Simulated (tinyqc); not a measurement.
Electron continuity equation in a given potential, Scharfetter-Gummel discretisation: two steps of the calculation.

Steady state in one dimension: J = q mu n E + q D dn/dx with E = -dpsi/dx and D = mu Vt, dJ/dx = q (n/tau - G), fixed densities nL and nR at the ends. The potential is given, psi = U x/L, and is not changed by the electrons.

Values chosen for this exercise; mobility close to that of silicon at room temperature:

| symbol | value | unit | meaning |
|---|---|---|---|
| T | 250 | K | temperature |
| mu | 1360 | cm^2/(V s) | electron mobility |
| L | 7.2 | um | length of the region |
| nL | 1.3e14 | cm^-3 | density at x = 0 |
| nR | 2e15 | cm^-3 | density at x = L |

Constants: q = 1.602176634e-19 C, kB = 1.380649e-23 J/K, Vt = kB T/q. Results are converted to the units shown.

Question 1. Bernoulli factors. d_i = (psi_(i+1) - psi_i)/Vt; B(d) = d/(exp(d) - 1), B(0) = 1. The flux on interval i is J_i = (q D/h) [n_(i+1) B(d_i) - n_i B(-d_i)].

psi, node 0 to 9 (V): 0.00000000  0.06777778  0.13555556  0.20333333  0.27111111  0.33888889  0.40666667  0.47444444  0.54222222  0.61000000

Give: d_i; B(d_i); B(-d_i).

Answer 1.

```
interval	d_i	B(d_i)	B(-d_i)
0	3.146	0.1414	3.288
1	3.146	0.1414	3.288
2	3.146	0.1414	3.288
3	3.146	0.1414	3.288
4	3.146	0.1414	3.288
5	3.146	0.1414	3.288
6	3.146	0.1414	3.288
7	3.146	0.1414	3.288
8	3.146	0.1414	3.288
```

The largest |d_i| is 3.15, above 2, where central differences lose the sign pattern that keeps densities positive.

Question 2. Densities and current. B(d) = d/(exp(d) - 1) with d_i = (psi_(i+1) - psi_i)/Vt; b and f are the diagonal and right side of the balance equations. Solve B(-d_(i-1)) n_(i-1) + b_i n_i + B(d_i) n_(i+1) = f_i (end values already in f), then J_i = (q D/h) [n_(i+1) B(d_i) - n_i B(-d_i)], h = L/9, D = mu Vt.

```
interval	B(d_i)	B(-d_i)
0	0.14142665	3.2875404
1	0.14142665	3.2875404
2	0.14142665	3.2875404
3	0.14142665	3.2875404
4	0.14142665	3.2875404
5	0.14142665	3.2875404
6	0.14142665	3.2875404
7	0.14142665	3.2875404
8	0.14142665	3.2875404
```

```
node	diagonal b	right side f (cm^-3)
1	-3.4625729	-4.2738026e14
2	-3.4625729	0
3	-3.4625729	0
4	-3.4625729	0
5	-3.4625729	0
6	-3.4625729	0
7	-3.4625729	0
8	-3.4625729	-2.8285329e14
```

Find: n; J.

Answer 2.

n, node 0 to 9 (cm^-3): 1.300e14  1.286e14  1.273e14  1.259e14  1.246e14  1.233e14  1.221e14  1.241e14  1.995e14  2.000e15
J, interval 0 to 8 (A/cm^2): -24.01  -23.76  -23.51  -23.26  -23.01  -22.77  -22.53  -22.28  -21.89

Numbers from tinyqc (`OMP_NUM_THREADS=1 python tinyqc.py 2220113 2220114 out.jsonl`; about 0.01 s on one thread of a shared Intel Xeon 2.30GHz).
